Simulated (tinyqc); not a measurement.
What each parameter does: two-band k.p model of the Delta valleys near the X point under shear strain.

Valley pair on the [001] axis, kz counted from the X point, c = hbar^2/2m0, k0 = kx0 2 pi/a. H = (c kz^2/ml + c (kx^2 + ky^2)/mt + c k0^2/ml) 1 + (2 c k0 kz/ml) sigma_z + (D exy - 2 c kx ky/Mp) sigma_x, so E = c kz^2/ml + c (kx^2 + ky^2)/mt + c k0^2/ml -/+ sqrt((2 c k0 kz/ml)^2 + (D exy - 2 c kx ky/Mp)^2). Without strain the lower band has its minima, E = 0, at kz = +/- k0. Shifts from diagonal strain are left out.

For |eta| < 1: k_min = k0 sqrt(1 - eta^2), E_min = -Delta eta^2/2, ml(eta) = ml/(1 - eta^2), 1/m[110] = 1/mt + eta/Mp, 1/m[1-10] = 1/mt - eta/Mp. For |eta| > 1 the minimum sits at X: E_min = -Delta (2 |eta| - 1)/2, ml(eta) = ml/(1 - 1/|eta|), and eta is replaced by its sign in the transverse masses. Here Delta = 2 c k0^2/ml and eta = D exy/Delta.

Constants: hbar^2/2m0 = 3.80998211 eV angstrom^2.

Parameters, chosen for this exercise (near those of Si; the results hold for these values, not for the real material):
- a = 5.444 angstrom (lattice constant)
- ml = 0.899 m0 (longitudinal mass)
- mt = 0.195 m0 (transverse mass)
- kx0 = 0.143 2 pi/a (distance of the minimum from X)
- D = 13 eV (shear deformation potential)
- Mp = 0.24 m0 (coupling mass)
- exy = -0.0015 (shear strain)

Delta = 2 c k0^2/ml, eta = D exy/Delta.

One parameter was then changed.

Results before and after:
```
case         eta  E_min (meV)  ml(eta) (m0)  m[110] (m0)  m[1-10] (m0)
base     -0.0845        -0.82        0.9055       0.2094        0.1825
changed  -0.0845        -0.82        0.9055       0.2084        0.1832
```

Which of these changes was made? (a) ml = 0.83607 m0; (b) Mp = 0.2568 m0; (c) exy = -0.00161; (d) D = 12.09 eV; (e) kx0 = 0.15301 2 pi/a; (f) mt = 0.20865 m0.

Answer: (b) Mp = 0.2568 m0. Of the candidates, run in turn, only this one gives the changed row.

All candidates:
```
case                      eta  E_min (meV)  ml(eta) (m0)  m[110] (m0)  m[1-10] (m0)
base                  -0.0845        -0.82        0.9055       0.2094        0.1825
ml = 0.83607 m0       -0.0785        -0.77        0.8413       0.2083        0.1833
mt = 0.20865 m0       -0.0845        -0.82        0.9055       0.2252        0.1944
kx0 = 0.15301 2 pi/a  -0.0738        -0.72        0.9039       0.2074        0.1840
D = 12.09 eV          -0.0785        -0.71        0.9046       0.2083        0.1833
Mp = 0.2568 m0        -0.0845        -0.82        0.9055       0.2084        0.1832
exy = -0.00161        -0.0907        -0.95        0.9064       0.2105        0.1816
```

Program tinyqc; command `OMP_NUM_THREADS=1 python tinyqc.py 1051117 1051118 out.jsonl`; about 0.01 s on one thread of a shared Intel(R) Xeon(R) Processor @ 2.30GHz.
